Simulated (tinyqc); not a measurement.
# On-chip interconnect, size-dependent resistivity and RC delay, step by step

Computed by the program tinyqc: `OMP_NUM_THREADS=1 python tinyqc.py 2100067 2100068 out.jsonl`, one thread of a shared Intel Xeon 2.30GHz, about 0.01 s for the whole run. Printed values are rounded.

A rectangular line between two neighbours and two ground planes. Surface and grain-boundary scattering are added to the bulk resistivity as corrections; capacitances are parallel-plate values without fringing; inductance is ignored.

Values chosen for this exercise; metal values close to those of copper: bulk resistivity rho0 = 1.71 uohm cm; bulk mean free path lam = 39.4 nm; specular share of surface scattering ps = 0; reflection coefficient of grain boundaries Rg = 0.55; grain size over the metal width gr = 1; drawn line width wd = 120 nm; aspect ratio, height over width AR = 1.8; liner on both walls and the bottom, not conducting tl = 1.8 nm; space to the neighbouring lines sp = 180 nm; dielectric height to the planes above and below hd = 210 nm; relative permittivity of the dielectric ek = 3; Miller factor of the neighbours Mf = 2; line length Lw = 6.3 um; driver resistance Rd = 7500 ohm; load capacitance Cl = 0.27 fF; time step dt = 2.7 ps.

Constants: eps0 = 8.8541878128e-12 F/m. Results are converted to the units shown.

## Resistivity, resistance and capacitance per length

Metal width x = wd - 2 tl, height y = AR wd - tl; grain boundaries (Mayadas-Shatzkes): al = (lam/(gr x)) Rg/(1 - Rg), g = 1/[1 - 3 al/2 + 3 al^2 - 3 al^3 ln(1 + 1/al)] - 1; surfaces (Fuchs-Sondheimer, thick limit): s = (3/8) lam (1 - ps)(1/x + 1/y); rho = rho0 (1 + g + s); r = rho/(x y); c = eps0 ek (2 wd/hd + 2 Mf AR wd/sp).

x = 116.4 nm
y = 214.2 nm
al = 0.413708
g = 0.582597
s = 0.195911
rho = 3.04125 uohm cm
r = 1.21977 ohm/um
c = 0.157858 fF/um

rho is 1.78 times the bulk value; grain boundaries add more (0.583 against 0.196). The liner takes 3.81 % of the cross-section.

## Ladder and Elmore delays

4 equal pi sections: series Rs = r Lw/4; node capacitances c Lw/4, halved at nodes 0 and 4, with Cl added to node 4; Rd feeds node 0. Elmore delay of node k: the sum, over the resistors on the path to k, of resistance times all capacitance downstream of it.

Rs = 1.92114 ohm

| node | C (fF) | Elmore delay (ps) |
|---|---|---|
| 0 | 0.124313 | 9.48377 |
| 1 | 0.248626 | 9.48596 |
| 2 | 0.248626 | 9.48767 |
| 3 | 0.248626 | 9.48891 |
| 4 | 0.394313 | 9.48966 |

The far-end value equals Rd (c Lw + Cl) + r Lw (c Lw/2 + Cl) for any number of pi sections; the line resistance contributes 0.0621 % of it.

## Step 1: node voltages after a time step

v at t = 0, node 0 to 4 (V): [0, 0, 0, 0, 0]

A 1 V step is applied behind Rd at t = 0. C dv/dt = -G v + b, with G the conductance matrix of the ladder (1/Rs between neighbours, 1/Rd added at node 0) and b = (1 V/Rd, 0, ...). Trapezoidal step: (C/dt + G/2) v(new) = (C/dt - G/2) v + b.

v at t = 1 dt, node 0 to 4 (V): [0.249874, 0.249470, 0.249154, 0.248927, 0.248787]

## Step 2: node voltages after a time step

As before.

v at t = 2 dt, node 0 to 4 (V): [0.436006, 0.436106, 0.436184, 0.436241, 0.436275]

## Course in time

A 1 V step is applied behind Rd at t = 0. C dv/dt = -G v + b, with G the conductance matrix of the ladder (1/Rs between neighbours, 1/Rd added at node 0) and b = (1 V/Rd, 0, ...). Trapezoidal step: (C/dt + G/2) v(new) = (C/dt - G/2) v + b. The last column solves the same ladder exactly by its modes.

Voltages (V):

| t (ps) | node 0 | node 2 | node 4 | node 4, exact |
|---|---|---|---|---|
| 2.700 | 0.2499 | 0.2492 | 0.2488 | 0.2475 |
| 5.400 | 0.4360 | 0.4362 | 0.4363 | 0.4339 |
| 8.100 | 0.5773 | 0.5767 | 0.5764 | 0.5741 |
| 10.80 | 0.6818 | 0.6821 | 0.6823 | 0.6796 |
| 13.50 | 0.7618 | 0.7613 | 0.7611 | 0.7589 |
| 16.20 | 0.8204 | 0.8208 | 0.8209 | 0.8186 |
| 18.90 | 0.8659 | 0.8654 | 0.8652 | 0.8636 |
| 21.60 | 0.8986 | 0.8989 | 0.8991 | 0.8973 |
| 24.30 | 0.9246 | 0.9241 | 0.9239 | 0.9228 |
| 27.00 | 0.9426 | 0.9430 | 0.9432 | 0.9419 |
| 29.70 | 0.9577 | 0.9572 | 0.9570 | 0.9563 |
| 32.40 | 0.9675 | 0.9679 | 0.9681 | 0.9671 |

The far end of the ladder reaches 0.5 V at 6.578 ps, 0.693 of its Elmore delay (ln 2 = 0.693 for a single pole); the slowest mode has a time constant of 9.488 ps. The largest error of the trapezoidal steps at that node is 2.7 mV.
